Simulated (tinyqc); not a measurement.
## Density and mobility of a removed layer (differential Hall)

Problem. For layers in parallel the sheet conductance g = 1/Rs and the product g mu_H (mu_H signed, unit Hall factors) are additive. Find the sheet density and mobility of the layer that was removed, and its share of the conductance.

Constants: q = 1.602176634e-19 C. Results are converted to the units shown.

Rs before and after removing the top layer (ohm/square): 219.77145  318.44434
apparent mobility before and after, signed (cm^2/(V s)): 1238.8732  1400

Answer. The differences give g1 = q n mu and g1 mu = q n mu^2; their ratio is mu and g1^2/(q g1 mu) is n.

sheet density = 1.00e13 cm^-2
mobility = 880 cm^2/(V s)
share of the conductance = 31.0 %

Numbers from tinyqc (`OMP_NUM_THREADS=1 python tinyqc.py 2850173 2850174 out.jsonl`; about 0.01 s on one thread of a shared Intel Xeon 2.30GHz).
